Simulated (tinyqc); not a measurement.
Monte Carlo simulation of one carrier in a uniform electric field: one step, computed by the program tinyqc. Command: `OMP_NUM_THREADS=1 python tinyqc.py 3017593 3017594 out.jsonl mcfl walk`. One thread of a shared host (Intel(R) Xeon(R) Processor @ 2.30GHz), about 3 s of CPU time with the checks.

The force e F acts along +z. Flights end at the constant total rate Gamma; the part of Gamma that the real rates do not fill is self-scattering, which leaves k unchanged. One valley, no impurities and no intervalley scattering.

Task: Scattering event 1. Parabolic band: E = hbar^2 k^2/(2 m), speed v = hbar k/m, states per spin, volume and energy g(E) = m k/(2 pi^2 hbar^2). Masses are multiplied by m_0 and all formulas are in SI units. Phonon occupation N_q = 1/(exp(hbar w/(k_B T)) - 1). Acoustic deformation potential (elastic, equipartition, absorption and emission together): 1/tau = 2 pi k_B T D_A^2 g(E)/(hbar rho v_l^2). Polar optical, unscreened: W = e^2 w (1/eps_inf - 1/eps_s) m (1 + 2 alpha E') ln|(k + k')/(k - k')| / (4 pi eps_0 hbar^2 k), times N_q for absorption (E' = E + hbar w) and N_q + 1 for emission (E' = E - hbar w > 0), with alpha = 0 for a parabolic band; mean cosine of the angle <cos> = (k^2 + k'^2)/(2 k k') - 1/ln|(k + k')/(k - k')|. Choice: with cumulative rates in the order acoustic, absorption, emission, the process is the first whose sum exceeds r2 Gamma; if none, self-scattering. Final state: E' = E, E + hbar w or E - hbar w gives k'. Isotropic processes: cos(theta) = 1 - 2 r3 from the z axis, phi = 2 pi r4, k' (sin theta cos phi, sin theta sin phi, cos theta). Polar processes: cos(b) = [1 + xi - (1 + 2 xi)^r3]/xi, xi = 2 k k'/(k - k')^2, b from the old direction n; new direction cos b n + sin b (cos phi e1 + sin phi e2), e1 = (z x n)/|z x n|, e2 = n x e1. Use row 1 of the random numbers.

Inputs (values chosen for the exercise, modelled on InAs): effective mass m = 0.0236 m_0; static permittivity eps_s = 15.1; high-frequency permittivity eps_inf = 12.3; density rho = 5680 kg/m^3; sound velocity v_l = 4410 m/s; acoustic deformation potential D_A = 5.7 eV; optical phonon energy hbar w = 29.8 meV; lattice temperature T = 200 K.

Crystal: polar. Band: parabolic.

k at the end of the flight (1/nm): [-0.0110000, -0.0310000, -0.2595422]

Random numbers (0.02 to 0.98, from up to 60 sets tried for early real events), one row a flight, columns r1, r2, r3, r4:
```
[[0.5753, 0.4747, 0.4252, 0.0356],
 [0.7667, 0.8509, 0.8404, 0.5345],
 [0.5823, 0.3432, 0.4211, 0.7337],
 [0.1208, 0.3199, 0.7601, 0.4404],
 [0.0343, 0.5851, 0.5205, 0.4783],
 [0.0837, 0.9569, 0.8293, 0.0613],
 [0.6232, 0.0293, 0.7690, 0.5704]]
```

Gamma = 4.587083 1e12/s

Constants: hbar = 1.054571817e-34 J s; m_0 = 9.1093837015e-31 kg; e = 1.602176634e-19 C; k_B = 1.380649e-23 J/K; hbar = 6.582119569e-16 eV s; eps_0 = 8.8541878128e-12 F/m; k_B = 8.617333262e-05 eV/K.

Give: cumulative rates; r2 Gamma; process chosen; k after event 1, the start of the next flight.

Result:

cumulative rates (1e12/s): acoustic 0.032, absorption 0.740, emission 4.341

r2 Gamma = 2.177 1e12/s

Process chosen: emission

k after event 1, the start of the next flight (1/nm): [0.0721, -0.0748, -0.1980]
